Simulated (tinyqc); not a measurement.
Input admittance of a MOSFET at zero drain bias: distributed channel and distributed gate: one step of the calculation.

Source and drain grounded, strong inversion, w = 2 pi f, Cox = eps0 eox/tox. The channel is an RC line of resistance 1/(mu Cox Vo) per square fed from both ends, so one finger has the intrinsic admittance y = i w Cox L tanh(g)/g per width, g = (1/2) sqrt(i w tau), tau = L^2/(mu Vo). The vertical resistance rv/L is in series with y, the overlaps 2 i w Cov in parallel: y_t = 1/(1/y + rv/L) + 2 i w Cov. The gate strip is a line of Rsh/L per length loaded by y_t, so a finger has Y = y_t Wf tanh(k)/k, k = (Wf/sd) sqrt(y_t Rsh/L); the device has Nf Y.

Question. Low-frequency resistances and capacitance. Low-frequency limits, with c = Cox L and ct = c + 2 Cov: R_strip = Rsh Wf/(3 sd^2 L Nf), R_ch = (c/ct)^2 L/(12 mu Cox Vo Wf Nf), R_vert = (c/ct)^2 rv/(L Wf Nf), C = ct Wf Nf.

Parameters, values chosen for the exercise; values of the order met in silicon radio-frequency transistors: relative permittivity of the gate insulator (close to hafnium oxide) eox = 21.6; insulator thickness tox = 18 nm; channel length L = 1.1 um; finger width Wf = 1.6 um; number of fingers Nf = 16; channel mobility mu = 240 cm^2/(V s); gate overdrive Vo = 0.74 V; sheet resistance of the gate Rsh = 16 ohm/square; vertical resistivity of the gate stack rv = 0 ohm um^2; number of ends at which a finger is contacted sd = 1; overlap and fringe capacitance on each side Cov = 0.16 fF/um.

Constants: eps0 = 8.8541878128e-14 F/cm where lengths are in cm. Results are converted to the units shown.

Give: parts; sum; C; 1/(2 pi R C).

Answer.

parts (ohm): strip 0.4848, channel 17.98, vertical 0
sum = 18.46 ohm
C = 307.4 fF
1/(2 pi R C) = 28.04 GHz

The channel term is the largest, 97.4 % of the sum.

Computed by the program tinyqc: `OMP_NUM_THREADS=1 python tinyqc.py 2262242 2262243 out.jsonl`, one thread of a shared Intel Xeon 2.30GHz, about 0.01 s for the whole run.
